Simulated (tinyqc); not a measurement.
# Worked calculation: resistance of a source-drain extension with a graded tip

tinyqc, about 0.03 s, one thread, Intel Xeon 2.30GHz (shared host): `OMP_NUM_THREADS=1 python tinyqc.py 2282135 2282136 out.jsonl` Printed values are rounded.

y runs along the channel, the gate covers y > 0. The doping is N0 for y < y0 and N0 10^(-(y - y0)/la) beyond, uniform over the depth xj. Sheet conductance s(y) = q mu(N) max(N - Nch, 0) xj + (for y > 0) ma Cox Vo, with mu(N) = u0 + (u1 - u0)/(1 + (N/Nr)^au) and Cox = eps0 eox/tox. Current is taken as one-dimensional; depletion of the tip, spreading and the contact are left out. The metallurgical junction lies at yj, where N = Nch.

Values chosen for this exercise; mobility law close to that of holes in silicon:
- eox = 24.7 (relative permittivity of the gate insulator (close to zirconium oxide))
- tox = 3.9 nm (insulator thickness)
- N0 = 5.2e19 cm^-3 (active doping of the extension far from the gate)
- la = 4.5 nm/decade (lateral abruptness)
- y0 = 4.4 nm (position under the gate where the fall begins (gate edge at 0))
- xj = 9 nm (depth of the extension)
- Nch = 8.9e17 cm^-3 (channel doping)
- Vo = 0.86 V (gate overdrive)
- ma = 36 cm^2/(V s) (mobility of the gate-induced layer)
- u1 = 470.5 cm^2/(V s) (mobility at low doping)
- u0 = 44.9 cm^2/(V s) (mobility at high doping)
- Nr = 2.23e17 cm^-3 (reference doping)
- au = 0.719 (exponent)
- Lg = 60 nm (gate length)

Constants: q = 1.602176634e-19 C, eps0 = 8.8541878128e-14 F/cm where lengths are in cm. Results are converted to the units shown.

## Sheet resistances and junction position

yj = y0 + la log10(N0/Nch); sheet resistance of the full extension 1/[q mu(N0)(N0 - Nch) xj] and of the gate-induced layer 1/(ma Cox Vo); metallurgical length Lg - 2 yj; ye is where the doped and the gate-induced conductances are equal.

yj = 12.3498 nm
sheet resistance of the extension = 2551.43 ohm/square
sheet resistance of the induced layer = 5759.94 ohm/square
metallurgical length = 35.3005 nm
ye = 6.19617 nm
N at ye = 2.07422e19 cm^-3

The gate takes over 6.15 nm before the junction, where N is still 23.3 times the channel doping.

## Resistance of the overlapped part

Midpoint rule on 11 equal steps from 0 to yj: R_ov = sum h/s(y), per width.

```
point    y (nm)   N (cm^-3)  doped conductance (uS)  sheet resistance (ohm/square)
0      0.561353      5.2e19                 391.938                        1768.19
1       1.68406      5.2e19                 391.938                        1768.19
2       2.80676      5.2e19                 391.938                        1768.19
3       3.92947      5.2e19                 391.938                        1768.19
4       5.05217  3.72457e19                 290.276                        2155.69
5       6.17488  2.09694e19                 175.257                        2866.40
6       7.29759  1.18058e19                 107.172                        3561.45
7       8.42029  6.64669e18                 65.5745                        4180.82
8       9.54300  3.74210e18                 38.8255                        4707.25
9       10.6657  2.10681e18                 20.2695                        5157.77
10      11.7884  1.18614e18                 6.11877                        5563.85
```

R_ov = 39.593 ohm um

The exact integral is 39.584 ohm um; the coarse sum is 0.025 % above it.
